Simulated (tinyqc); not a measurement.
From wire to sheet: nanosheet or nanowire with hard walls, valleys of the Si type.

Six ellipsoidal valleys along the cube axes: inverse mass tensor w = 1/mt + (1/ml - 1/mt) a a^T with a the unit axis. Device axes: x along the channel, z = [001], y = z x x.

Hard walls around a W x H rectangle. The block w_c of w in (y, z) confines; the transport mass follows from 1/m_x = w_xx - w_xc w_c^-1 w_cx. The cross-section problem c (w_yy ky^2 + 2 w_yz ky kz + w_zz kz^2), c = hbar^2/2m0, is solved in products sin(n pi y/W) sin(l pi z/H), n, l = 1 to 12; if w_yz = 0 the levels are c pi^2 (w_yy n^2/W^2 + w_zz l^2/H^2). The w_yz term couples (n, l) to (n', l') by -2 c w_yz D_nn'(W) D_ll'(H) with D_nm(L) = 4 n m/(L (n^2 - m^2)) for n + m odd and 0 otherwise.

Without degeneracy the line density is N1 exp((EF - Ec)/kB T) with N1 = sum 2 g sqrt(m_x kB T/(4 pi c)) exp(-E/kB T), here over n, l up to 80 where w_yz = 0 and over all levels of a 12 x 12 sine basis otherwise; the classical value is W H Nc with Nc = 2 g_all (m_dos kB T/(4 pi c))^(3/2), m_dos = (ml mt^2)^(1/3); dVt = kB T ln(W H Nc/N1).

Constants: hbar^2/2m0 = 3.80998211 eV angstrom^2; kB = 8.617333262e-05 eV/K.

Parameters, chosen for this exercise (near those of Si; the results hold for these values, not for the real material):
- ml = 0.922 m0 (longitudinal mass)
- mt = 0.192 m0 (transverse mass)
- T = 77 K (temperature)
- g_all = 6 (number of valleys)
- channel = 110 (transport direction x on a (001) wafer)
- H = 32 angstrom (height, along z = [001])
- Ws = (30, 40, 60, 90, 140, 220, 350) angstrom (widths)

Valleys:
```
group  valleys g     w_yy     w_zz   |w_yz|  m_x (m0)
A              2  5.20833  1.08460  0.00000   0.19200
B              4  3.14647  5.20833  0.00000   0.55700
```

Lowest level of each group (groups ordered by w_zz, then w_yy) and dVt against the width.

Results:
```
W (angstrom)  A1 (eV)  B1 (eV)  dVt (mV)
30             0.2574   0.3227     245.6
40             0.1622   0.2652     152.3
60             0.0942   0.2241      87.0
90             0.0640   0.2059      59.5
140            0.0498   0.1973      48.1
220            0.0439   0.1937      44.2
350            0.0414   0.1922      42.5
```

What does the comparison show?

dVt falls from 246 to 43 mV. Group A is lowest at every width, by 65 meV in the narrowest and 151 meV in the widest. At the widest W the lowest level is 0.0414 eV; the film limit c pi^2 w_zz/H^2 of that group is 0.0398 eV.

Computed by tinyqc, a small Python program: `OMP_NUM_THREADS=1 python tinyqc.py 1282442 1282443 out.jsonl` (the numbers bound the seed that draws the inputs); one thread of a shared host (Intel(R) Xeon(R) Processor @ 2.30GHz), about 0.04 s for the whole set of steps.
